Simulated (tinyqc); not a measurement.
Precursor delivery by bubblers, mass-transport growth and the solid composition of a III-V alloy: one step, computed by the program tinyqc. Command: `OMP_NUM_THREADS=1 python tinyqc.py 3029520 3029521 out.jsonl movpe_thermo walk`. One thread of a shared host (Intel(R) Xeon(R) Processor @ 2.30GHz), about 0.01 s of CPU time with the checks.

1 sccm = 44.615 micromol/min; 1 torr = 133.322 Pa. The sources decompose fully at the surface.

Question. Mass transport. Mean velocity u = (F_t/A)(760/p)(T/273); D = D0 (T/273)^1.75 (760/p); boundary layer delta = sqrt(pi D z/u); flux = D dp/(delta k_B T); growth rate = flux x a^3/4.

Inputs (values chosen for the exercise, modelled on triethylgallium (source 1) and trimethylindium (source 2) for the vapour pressures):

| quantity | value | unit |
|---|---|---|
| total flow F_t | 6.1 | slm |
| reactor pressure p | 76 | torr |
| growth temperature T | 1070 | K |
| diffusivity at 273 K and 760 torr | 0.35 | cm^2/s |
| flow cross-section A | 57 | cm^2 |
| distance from the leading edge z | 3.3 | cm |
| lattice constant a | 5.51 | angstrom |

Constants: k_B = 1.380649e-23 J/K.

Give: velocity u; D; boundary layer delta; growth rate per torr of group III.

Answer.

velocity u = 69.91 cm/s

D = 38.21 cm^2/s

boundary layer delta = 2.381 cm

growth rate per torr of group III = 218.1 micrometre/(h torr)

Caution: the boundary layer is a quarter or more of the root of the cross-section, so it fills much of the channel and depletion along the flow matters.
